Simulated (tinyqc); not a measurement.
A log to judge: hot carriers by balance equations with a heated Maxwellian. Computed by tinyqc. Command: `OMP_NUM_THREADS=1 python tinyqc.py 3014231 3014232 out.jsonl hot walk`. One thread of a shared host (Intel(R) Xeon(R) Processor @ 2.30GHz), about 0.03 s of CPU time with the checks.

The carriers follow a Maxwellian at an electron temperature T_e, slightly displaced; the drift energy is neglected against k_B T_e. The balance averages the rate, not the time, so mu_0 lies below the relaxation-time value.

Inputs (values chosen for the exercise, modelled on holes in germanium): effective mass m = 0.298 m_0; density rho = 5323 kg/m^3; sound velocity v_l = 5170 m/s; acoustic deformation potential D_A = 4.6 eV; phonon energy hbar w = 36.7 meV; optical or intervalley deformation potential D_o = 8.8 1e8 eV/cm; final valleys Z_f = 1; lattice temperature T = 250 K; electric field F = 38 kV/cm; iteration cap = 8.

Band: parabolic. Solver: Newton.

Constants: k_B = 8.617333262e-05 eV/K; k_B = 1.380649e-23 J/K; e = 1.602176634e-19 C; hbar = 1.054571817e-34 J s; m_0 = 9.1093837015e-31 kg; hbar = 6.582119569e-16 eV s.

Method:
- Parabolic band: E = hbar^2 k^2/(2 m), speed v = hbar k/m, states per spin, volume and energy g(E) = m k/(2 pi^2 hbar^2). Masses are multiplied by m_0 and all formulas are in SI units.
- Phonon occupation N_q = 1/(exp(hbar w/(k_B T)) - 1).
- Acoustic deformation potential (elastic, equipartition, absorption and emission together): 1/tau = 2 pi k_B T D_A^2 g(E)/(hbar rho v_l^2).
- Optical or intervalley deformation potential: 1/tau = (pi Z_f D_o^2/(rho w)) [N_q g(E + hbar w) + (N_q + 1) g(E - hbar w)], with g = 0 below the band edge.
- Averages over the Maxwellian, <y> = int y x^(1/2) exp(-x) dx / int x^(1/2) exp(-x) dx with x = E/(k_B T_e), split at x_0 = hbar w/(k_B T_e): 64 Gauss-Legendre points in sqrt(x) below it and 128 in sqrt(x - x_0) above it, up to x = 32. Momentum balance: mu(T_e) = e/(m nu), nu = <x (sum of rates)>/<x>. Power lost per carrier: P(T_e) = hbar w <emission rate - absorption rate> + <(2 m v_l^2/(k_B T)) (E - 2 k_B T) acoustic rate>.
- Newton: h(T_e) = P - e mu F^2, T_new = T_e - h/h', with h' by a central difference of +/- 0.5 K, limited to the range T to 3 T_e.
- Start at T_e = 1.5 T; stop when T_e moves by less than 1e-6 K or exceeds 1e6 K.

Course of the iteration:
```
iteration  T_e (K)  mu (cm^2/(V s))     step (K)
1            375.0          2068.81  4.76882e+02
2            851.9          1191.15  1.30827e+03
3           2160.1           707.87  3.15976e+03
4           5319.9           442.93  5.23217e+03
5          10552.1           312.69  3.88738e+03
6          14439.5           266.89  7.36972e+02
7          15176.4           260.28  1.60132e+01
8          15192.4           260.14  6.97408e-03
```

Can the last value be used, and what does the course show?

No. Not converged after 8 iterations: the residual wanders without falling. Reruns still fail with mixing = 0.3, iteration cap = 300; and with mixing = 0.1, iteration cap = 300; and with solver = Newton, iteration cap = 300.
